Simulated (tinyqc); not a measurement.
# Mass from the capacitance plateau

Inverse problem. Once one two-dimensional band is degenerate, Cq = q gv md m0 q/(pi hbar^2) and 1/C_G = 1/Cox + 1/Cq (no traps). Find Cq, md and the oxide-equivalent thickness 3.9 eps0/Cq that it adds.

Values chosen for this exercise:
- gv = 2 (valley degeneracy)

Constants: q = 1.602176634e-19 C, hbar = 1.054571817e-34 J s, m0 = 9.1093837015e-31 kg, eps0 = 8.8541878128e-14 F/cm where lengths are in cm. Results are converted to the units shown.

C_G on the plateau = 0.67023594 uF/cm^2
Cox = 0.67708495 uF/cm^2

Solution. Removing Cox from the series leaves Cq, which is proportional to gv md.

Cq = 66.26 uF/cm^2
md = 0.4950 m0
added thickness = 0.05212 nm

Program tinyqc, `OMP_NUM_THREADS=1 python tinyqc.py 2200001 2200002 out.jsonl`; Intel Xeon 2.30GHz, shared host, one thread, about 0.01 s.
